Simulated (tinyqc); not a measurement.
Substrate current against gate voltage: lateral field, substrate current, probability of reaching the oxide barrier and hot-carrier lifetime of a silicon transistor (pseudo-two-dimensional and lucky-electron models). Computed by tinyqc, a small Python program. Command: `OMP_NUM_THREADS=1 python tinyqc.py 3011654 3011655 out.jsonl hotcar walk`. One thread of a shared host (Intel(R) Xeon(R) Processor @ 2.30GHz), about 0.01 s of CPU time with the checks.

Local-field models: a lucky carrier gains its energy at the peak field over a path free of collisions. Voltages are magnitudes.

Inputs (values chosen for the exercise, modelled on a silicon n-channel):
```
quantity                             value                      unit
channel length L                       370                        nm
oxide thickness t                      7.6                        nm
junction depth x_j                      59                        nm
mobility mu                            410                cm^2/(V s)
saturation velocity v_s               0.79                  1e7 cm/s
threshold voltage V_T                 0.72                         V
drain voltage V_D                      2.5                         V
ionisation prefactor A_i           2.2e+06                      1/cm
ionisation field B_i                  1.65                     MV/cm
hot-carrier mean free path lambda      8.7                        nm
oxide barrier phi_b                    3.1                        eV
interface-trap threshold phi_it        3.8                        eV
lifetime constant H                     60  s microampere/micrometre
```

Drain: abrupt.

Constants: eps_0 = 8.8541878128e-12 F/m.

Method:
- C_ox = 3.9 eps_0/t; F_sat = 2 v_s/mu; V_Dsat = V_ov F_sat L/(V_ov + F_sat L), V_ov = V_G - V_T; I_D/W = C_ox v_s (V_ov - V_Dsat).
- Scale length l = 0.22 t^(1/3) x_j^(1/2) (all in cm); F_m = sqrt(((V_D - V_Dsat)/l_e)^2 + F_sat^2), with l_e = l; length of the velocity-saturated region l_e ln((V_D - V_Dsat)/(l_e F_sat) + F_m/F_sat).
- Substrate current I_sub/I_D = (A_i/B_i)(V_D - V_Dsat) exp(-B_i/F_m); probability of reaching the oxide barrier exp(-phi_b/(e lambda F_m)); lifetime tau = (H/(I_D/W)) exp(phi_it/(e lambda F_m)).

At the given drain voltage:
```
V_G (V)  V_Dsat (V)  I_D/W (microampere/micrometre)  F_m (kV/cm)  I_sub/W (microampere/micrometre)     tau (s)
0.82        0.09345                            2.35       494.99                            0.2693  1.7333e+05
0.92        0.17540                            8.83       478.24                            0.8688  6.2896e+04
1.10        0.30004                           28.70       452.77                            2.2008  3.2349e+04
1.30        0.41229                           60.20       429.84                            3.6064  2.5804e+04
1.50        0.50419                           99.00       411.07                            4.7586  2.4951e+04
1.80        0.61453                          167.08       388.55                            6.0120  2.7371e+04
2.10        0.70128                          243.62       370.85                            6.8291  3.2095e+04
2.40        0.77126                          326.19       356.58                            7.3542  3.8407e+04
2.80        0.84595                          442.96       341.36                            7.7740  4.8833e+04
```

I_sub rises over the whole table: the growing drain current outweighs the fall of F_m. The shortest lifetime among the rows lies at V_G = 1.5 V, below that of the largest I_sub, since tau depends more steeply on the field.

Extremes, crossings and ranges named in words are read from the listed rows.
